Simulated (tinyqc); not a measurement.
# Worked calculation: long-channel MOSFET, surface-potential model

Program tinyqc, `OMP_NUM_THREADS=1 python tinyqc.py 2360041 2360042 out.jsonl`; Intel Xeon 2.30GHz, shared host, one thread, about 0.04 s. Printed values are rounded.

n-channel transistor on a uniformly doped p-type body, gradual-channel approximation, constant mobility, Boltzmann statistics, full ionisation. Potentials are counted from the neutral body; V is the electron quasi-Fermi potential, Vsb at the source and Vsb + Vds at the drain. Charges are magnitudes per area.

Parameters, values chosen for the exercise; material values close to those of gallium nitride:
- T = 293 K (temperature)
- Eg = 3.44 eV (band gap)
- eps_r = 9.63 (relative permittivity of the semiconductor)
- Nc = 2.19e18 cm^-3 (conduction-band density of states at T)
- Nv = 4.39e19 cm^-3 (valence-band density of states at T)
- Na = 2.5e16 cm^-3 (acceptor density of the body)
- eox = 8.92 (relative permittivity of the gate insulator)
- tox = 27 nm (insulator thickness)
- Vfb = -1.6 V (flat-band voltage)
- mu = 210 cm^2/(V s) (channel mobility)
- W = 5 um (gate width)
- L = 1 um (gate length)
- Vsb = 0 V (source-body reverse bias)
- Vgs = 2.27 V (gate-source voltage)
- Vds = 0.5 V (drain-source voltage)

Constants: q = 1.602176634e-19 C, kB = 1.380649e-23 J/K, Vt = kB T/q, eps0 = 8.8541878128e-14 F/cm where lengths are in cm. Results are converted to the units shown.

Range of the model: The surface electron density at the source passes 0.3 Nc, where degeneracy, left out here, matters.

## Body potential, insulator capacitance and body factor

ni = sqrt(Nc Nv) exp(-Eg/(2 Vt)), Eg in volts; phiF = Vt ln(Na/ni); Cox = eps0 eox/tox; gamma = sqrt(2 q eps0 eps_r Na)/Cox. VT = Vfb + 2 phiF + gamma sqrt(2 phiF + Vsb), m = 1 + gamma/(2 sqrt(2 phiF + Vsb)).

ni = 2.549226e-11 cm^-3
phiF = 1.569220 V
Cox = 0.2925161 uF/cm^2
gamma = 0.2825387 V^0.5
VT = 2.038975 V
m = 1.079743

## Iteration 1: surface potential at the source by Newton steps

psi at the start (the smaller of 2 phiF + Vsb + 4 Vt and the root without inversion charge) = 3.239430 V

With V = Vsb: G = psi - Vt + Vt e, e = exp((psi - 2 phiF - Vsb)/Vt); f = Vgs + Vsb - Vfb - psi - gamma sqrt(G); f' = -1 - gamma (1 + e)/(2 sqrt(G)); psi(new) = psi - f/f'.

G = 4.592479 V
f = 0.02508765 V
f' = -4.664466
psi after iteration 1 = 3.244808 V

## Iteration 2: surface potential at the source by Newton steps

As before.

G = 4.925076 V
f = -0.001832752 V
f' = -5.363541
psi after iteration 2 = 3.244467 V

## Course of the iteration: surface potential at the source by Newton steps

Stop when psi changes by less than 1e-10 V, or after 40 iterations.

Course of the iteration:

| iteration | psi (V) | \|change\| (V) |
|---|---|---|
| 1 | 3.244808 | 5.38e-3 |
| 2 | 3.244467 | 3.42e-4 |
| 3 | 3.244465 | 1.53e-6 |
| 4 | 3.244465 | 3.06e-11 |

Converged in 4 iterations. At the end the number of correct digits about doubles with each step.

## Charges and current of the charge-sheet model

psi_0 = 3.244465 V
psi_L = 3.354475 V

psi_0 and psi_L solve Vgs + Vsb - Vfb - psi = gamma sqrt(G) at V = Vsb and Vsb + Vds. Qi = Cox gamma [sqrt(G) - sqrt(psi - Vt)], G = psi - Vt + Vt exp((psi - 2 phiF - V)/Vt), at both ends. With U = Vgs + Vsb - Vfb: drift = mu (W/L) Cox [U (psi_L - psi_0) - (psi_L^2 - psi_0^2)/2 - (2/3) gamma ((psi_L - Vt)^1.5 - (psi_0 - Vt)^1.5)]; diffusion = mu (W/L) Vt (Qi0 - QiL).

Qi0 = 34.69211 nC/cm^2
QiL = 7.462980e-6 nC/cm^2
drift current = 2.003245 uA
diffusion current = 0.9197301 uA
drain current = 2.922975 uA

Drift carries 68.5 % of the current. The drain end is pinched off: its charge is under 1 % of that at the source.

## Inversion charge along the channel

| point | V (V) |
|---|---|
| 0 | 0 |
| 1 | 0.08333333 |
| 2 | 0.1666667 |
| 3 | 0.25 |
| 4 | 0.3333333 |
| 5 | 0.4166667 |
| 6 | 0.5 |

The surface potential psi at channel potential V solves Vgs + Vsb - Vfb - psi = gamma sqrt(G), G = psi - Vt + Vt exp((psi - 2 phiF - V)/Vt). Charge sheet: Qi = Cox gamma [sqrt(G) - sqrt(psi - Vt)]. Pao-Sah: Qi = (Cox gamma/2) integral from 3 Vt to psi of exp((u - 2 phiF - V)/Vt)/sqrt(G(u, V)) du.

| point | psi (V) | Qi, charge sheet (nC/cm^2) | Qi, Pao-Sah (nC/cm^2) |
|---|---|---|---|
| 0 | 3.244465 | 34.69211 | 34.82236 |
| 1 | 3.305871 | 15.32237 | 15.38056 |
| 2 | 3.345545 | 2.814465 | 2.825240 |
| 3 | 3.354011 | 0.1461861 | 0.1467468 |
| 4 | 3.354458 | 0.005487499 | 0.005508549 |
| 5 | 3.354475 | 2.024349e-4 | 2.032114e-4 |
| 6 | 3.354475 | 7.462980e-6 | 7.491608e-6 |

At the source the charge-sheet charge is 0.37 % below the Pao-Sah one.

## Pao-Sah current by Simpson's rule

I = mu (W/L) integral of Qi dV; Simpson's rule on the 7 points, step Vds/6, weights 1, 4, 2, ..., 4, 1 times step/3.

Pao-Sah current = 2.992323 uA

Gauss-Legendre quadrature on many points gives 2.977 uA, so this value is 0.53 % above it; the charge-sheet current, 2.923 uA, is 1.8 % below it.
